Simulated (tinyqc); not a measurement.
# From one set of inputs to another, one input at a time

Model: stress in a transistor channel from embedded alloy regions, liners and fins, by half-space elasticity. Computed by tinyqc, a small Python program. Command: `OMP_NUM_THREADS=1 python tinyqc.py 3011456 3011457 out.jsonl stressor ladder`. One thread of a shared host (Intel(R) Xeon(R) Processor @ 2.30GHz), about 0.06 s of CPU time with the checks.

Plane strain in an isotropic half-space, the same constants everywhere; x along the channel from its centre, y downwards from the free surface; stress is positive in tension.

The inputs printed are set A. Inputs not listed in the table keep their values of set A, so the rows need not describe a real material.

Inputs (values chosen for the exercise, modelled on silicon): alloy fraction x = 0.56; lattice change per unit x, beta = 0.0421; Young's modulus E = 163 GPa; Poisson ratio nu = 0.21; channel length L = 16 nm; length of each stressor S = 185 nm; recess depth d = 85 nm; depth of the field point y = 1.8 nm; longitudinal piezoresistance coefficient = 71.2 1e-11/Pa; vertical piezoresistance coefficient = -0.98 1e-11/Pa.

Stressor: Si(1-x)Ge(x) source and drain.

Method:
- Misfit e = beta x. A fully constrained inclusion holds the stress -p with p = E e/(1 - 2 nu); a blanket film would hold -E e/(1 - nu) in the plane.
- A line element dA of misfit at (a, c) in the half-space gives, with C = E e/(2 pi (1 - nu)), X = x - a, r1^2 = X^2 + (y - c)^2, r2^2 = X^2 + Y^2, Y = y + c: s_xx = -C dA {[X^2 - (y - c)^2]/r1^4 + 3 [X^2 - Y^2]/r2^4 + 4 y Y (Y^2 - 3 X^2)/r2^6}, s_yy = C dA {[X^2 - (y - c)^2]/r1^4 - [X^2 - Y^2]/r2^4 + 4 y Y (Y^2 - 3 X^2)/r2^6}. These are integrated over two rectangles, L/2 < |a| < L/2 + S, 0 < c < d (closed form in a, 200 Gauss-Legendre points in c).
- d mu/mu = -(pi_L s_xx + pi_z s_yy) for the embedded regions alone; the stress across the width is left out.

Each row keeps all changes above it:
```
input moved                      from    to  s_xx (MPa)  s_yy (MPa)  mobility change (%)
set A                               -     -     -5251.1      22.075               373.90
Young's modulus E (GPa)           163   167     -5379.9      22.616               383.07
channel length L (nm)              16    96     -4309.8      -0.692               306.86
length of each stressor S (nm)    185   100     -3235.2      -0.499               230.34
alloy fraction x                 0.56  0.28     -1617.6      -0.249               115.17
Poisson ratio nu                 0.21  0.24     -1681.4      -0.259               119.72
recess depth d (nm)                85    80     -1681.4      -0.320               119.71
depth of the field point y (nm)   1.8   3.2     -1616.6      -0.857               115.10
```

Which inputs carry the difference?

s_xx goes from -5250 to -1620, +3.63e+03 in all. The largest single move comes from alloy fraction x (+1.62e+03). s_yy goes from 22.1 to -0.857, -22.9 in all. The largest single move comes from channel length L (-23.3). Mobility change goes from 374 to 115, a factor 0.308 in all. The largest single move comes from alloy fraction x (a factor 0.500). The single moves hold for this order of the switches; the total does not depend on the order.

Caution (rows set A, Young's modulus E, channel length L, length of each stressor S): at such misfit the regions may relax by dislocations, and linear elasticity is rough. Caution (all rows): beyond a few hundred MPa bulk piezoresistance coefficients no longer describe an inversion layer well.

Extremes, crossings and ranges named in words are read from the listed rows.
